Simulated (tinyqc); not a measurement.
Minority-electron transport through the base of a bipolar transistor (Moll-Ross and Kroemer integrals). Inputs raised by 5 %, one at a time. Computed by tinyqc, a small Python program. Command: `OMP_NUM_THREADS=1 python tinyqc.py 3004832 3004833 out.jsonl base sens`. One thread of a shared host (Intel(R) Xeon(R) Processor @ 2.30GHz), about 0.01 s of CPU time with the checks.

Low injection, one dimension, x from the emitter edge (0) to the collector edge (W), s = x/W. Recombination is treated as a small correction (valid for tau_B well below tau_n), computed from the stored charge.

Inputs (values chosen for the exercise, modelled on InP):
```
quantity,value,unit
intrinsic density n_i at the emitter edge,1.4e+07,1/cm^3
base doping at the emitter edge N_0,1.1e+18,1/cm^3
base width W,150,nm
mu_min,480,cm^2/(V s)
mu_max,4440,cm^2/(V s)
N_ref,2.7e+17,1/cm^3
saturation velocity v_s,0.75,1e7 cm/s
electron lifetime tau_n,2.7,ns
emitter Gummel number G_E,2.1e+14,s/cm^4
base-emitter voltage V_BE,0.95,V
temperature T,300,K
gap narrowing across the base dE_g,65,meV
```

Base doping profile: uniform. Gap grading: linear. Exit of the base: infinite sink.

Constants: k_B = 8.617333262e-05 eV/K; e = 1.602176634e-19 C.

Method:
- N(x) = N_0; n_i(x)^2 = n_i^2 exp(s dE_g/k_B T); D(x) = (k_B T/e) mu, mu = mu_min + (mu_max - mu_min)/(1 + (N/N_ref)^0.7).
- With y(x) = N n_i^2/(D n_i(x)^2): base Gummel number G_B = int_0^W y dx; J_C = e n_i^2 exp(e V_BE/k_B T)/G_B; n(x) = (J_C/e)(n_i(x)^2/(N n_i^2)) [int_x^W y dx]; transit time tau_B = (e/J_C) int n dx; trapezoid rule on 401 even points.
- Emitter-limited gain beta_E = G_E/G_B; recombination-limited gain beta_R = tau_n/tau_B; 1/beta = 1/beta_E + 1/beta_R; f_T from the base alone = 1/(2 pi tau_B).

Runs:
```
input moved,from,to,base transit time tau_B (ps),current gain beta,collector current density J_C (A/cm^2),base Gummel number G_B (s/cm^4)
base run,-,-,1.4095,809.66,1.910,1.4974e+11
base doping at the emitter edge N_0 (1/cm^3),1.1e+18,1.155e+18,1.4340,773.51,1.788,1.5995e+11
gap narrowing across the base dE_g (meV),65,68.25,1.3716,837.42,1.984,1.4409e+11
mu_min (cm^2/(V s)),480,504,1.3939,818.73,1.931,1.4808e+11
mu_max (cm^2/(V s)),4440,4662,1.3569,841.06,1.984,1.4415e+11
electron lifetime tau_n (ns),2.7,2.835,1.4095,826.29,1.910,1.4974e+11
emitter Gummel number G_E (s/cm^4),2.1e+14,2.205e+14,1.4095,832.55,1.910,1.4974e+11
base-emitter voltage V_BE (V),0.95,0.9975,1.4095,809.66,11.992,1.4974e+11
```

Exponents ln(y'/y) / ln(x'/x):
```
input,base transit time tau_B,current gain beta,collector current density J_C,base Gummel number G_B
base doping at the emitter edge N_0,0.353,-0.936,-1.353,1.353
gap narrowing across the base dE_g,-0.559,0.691,0.788,-0.788
mu_min,-0.228,0.228,0.228,-0.228
mu_max,-0.780,0.780,0.780,-0.780
electron lifetime tau_n,0.000,0.417,0.000,0.000
emitter Gummel number G_E,0.000,0.571,0.000,0.000
base-emitter voltage V_BE,0.000,0.000,37.659,0.000
```

Which inputs matter most for each result?

Among the inputs moved here: base transit time tau_B answers most in size to mu_max (exponent -0.780), next to gap narrowing across the base dE_g (-0.559); its exponent is below 0.0005 for electron lifetime tau_n, emitter Gummel number G_E, base-emitter voltage V_BE. current gain beta answers most in size to base doping at the emitter edge N_0 (exponent -0.936), next to mu_max (+0.780); its exponent is below 0.0005 for base-emitter voltage V_BE. collector current density J_C answers most in size to base-emitter voltage V_BE (exponent +37.659), next to base doping at the emitter edge N_0 (-1.353); its exponent is below 0.0005 for electron lifetime tau_n, emitter Gummel number G_E. base Gummel number G_B answers most in size to base doping at the emitter edge N_0 (exponent +1.353), next to gap narrowing across the base dE_g (-0.788); its exponent is below 0.0005 for electron lifetime tau_n, emitter Gummel number G_E, base-emitter voltage V_BE.

Caution (all rows): the mean velocity exceeds v_s, so drift-diffusion with a low-field mobility overstates the speed.

Extremes, crossings and ranges named in words are read from the listed rows.
